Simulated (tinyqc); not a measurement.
Bandgap voltage reference from two bipolar transistors: output against temperature.

Two transistors of area 1 and N carry the same current I. Is(T) = Is (T/T0)^eta exp[(Vg0 q/kB)(1/T0 - 1/T)], VBE1 = Vt ln(I/Is(T)) + I rb, VBE2 = Vt ln(I/(N Is(T))) + I rb/N. The amplifier forces I R1(T) = VBE1 - VBE2 + Vos, with R(T) = R (1 + tc (T - T0)) for both resistors, and the output is Vref = VBE1 + I R2(T). Base currents and the Early effect are neglected.

Vt = kB T/q; I = (Vt ln N + Vos)/(R1(T) - rb (1 - 1/N)).

Inputs (values chosen for the exercise); values of the order met in silicon bipolar transistors:
```
symbol,value,unit,meaning
T0,323,K,reference temperature
Vg0,1.16,V,band-gap voltage extrapolated to 0 K
eta,3.3,,temperature exponent of the saturation current
Is,8.4e-18,A,saturation current of the unit transistor at T0
N,24,,area ratio of the second transistor
R1,28,kohm,"resistor across which the difference of VBE falls, at T0"
tc,0,ppm/K,temperature coefficient of both resistors
Vos,0,mV,offset of the amplifier
rb,24,ohm,series resistance of the unit transistor
R2,155.5,kohm,output resistor at T0
```

Constants: q = 1.602176634e-19 C, kB = 1.380649e-23 J/K. Results are converted to the units shown.

Result of one run:

| T (K) | I (uA) | VBE1 (V) | I R2 (V) | Vref (V) | Vref - Vref(T0) (mV) | dVref/dT (uV/K) |
|---|---|---|---|---|---|---|
| 253 | 2.4766 | 0.84481 | 0.38511 | 1.2299 | -3.7069 | 78.147 |

What becomes of these results when the temperature T is changed from 253 to 348 K, all else the same?

Result of the changed run:

| T (K) | I (uA) | VBE1 (V) | I R2 (V) | Vref (V) | Vref - Vref(T0) (mV) | dVref/dT (uV/K) |
|---|---|---|---|---|---|---|
| 348 | 3.4065 | 0.70446 | 0.52972 | 1.2342 | 0.55636 | 14.958 |

The whole series:

| T (K) | I (uA) | VBE1 (V) | I R2 (V) | Vref (V) | Vref - Vref(T0) (mV) | dVref/dT (uV/K) |
|---|---|---|---|---|---|---|
| 218 | 2.1340 | 0.89484 | 0.33183 | 1.2267 | -6.9457 | 107.66 |
| 233 | 2.2808 | 0.87353 | 0.35467 | 1.2282 | -5.4308 | 94.469 |
| 253 | 2.4766 | 0.84481 | 0.38511 | 1.2299 | -3.7069 | 78.147 |
| 273 | 2.6724 | 0.81577 | 0.41555 | 1.2313 | -2.2967 | 63.067 |
| 298 | 2.9171 | 0.77908 | 0.45361 | 1.2327 | -0.94026 | 45.701 |
| 323 | 3.1618 | 0.74196 | 0.49166 | 1.2336 | 0 | 29.734 |
| 348 | 3.4065 | 0.70446 | 0.52972 | 1.2342 | 0.55636 | 14.958 |
| 373 | 3.6513 | 0.66661 | 0.56777 | 1.2344 | 0.75645 | 1.2081 |
| 398 | 3.8960 | 0.62842 | 0.60582 | 1.2342 | 0.62420 | -11.650 |
| 423 | 4.1407 | 0.58992 | 0.64388 | 1.2338 | 0.18049 | -23.724 |

VBE1 falls by 1.49 mV/K on average and I R2 rises by 1.52 mV/K. The slope of Vref vanishes at T = 375 K. Between 233 and 398 K Vref spans 6.19 mV, or 30.4 ppm/K by the box method (span over the average over T, over 165 K).

Computed by the program tinyqc: `OMP_NUM_THREADS=1 python tinyqc.py 2062039 2062040 out.jsonl`, one thread of a shared Intel Xeon 2.30GHz, about 0.02 s for the whole run.
